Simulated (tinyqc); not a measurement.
Worked calculation: tight binding, kagome lattice. One step of it, computed by the program tinyqc.

Question. Levels at k. Diagonalise the Hermitian matrix.

H(k) at k (eV):
```
                     A                    B                    C
A             0.000000  -0.439850+1.673746i  -3.176518-0.590222i
B  -0.439850-1.673746i             0.000000   0.032330-1.307485i
C  -3.176518+0.590222i   0.032330+1.307485i             0.000000
```

Give: eigenvalues; weights |c|^2 of the basis functions.

Answer.

eigenvalues (eV): -4.3042  1.0342  3.2700

weights |c|^2 of the basis functions:
```
   band 1  band 2  band 3
A  0.4159  0.0537  0.5304
B  0.2000  0.7850  0.0150
C  0.3841  0.1613  0.4546
```
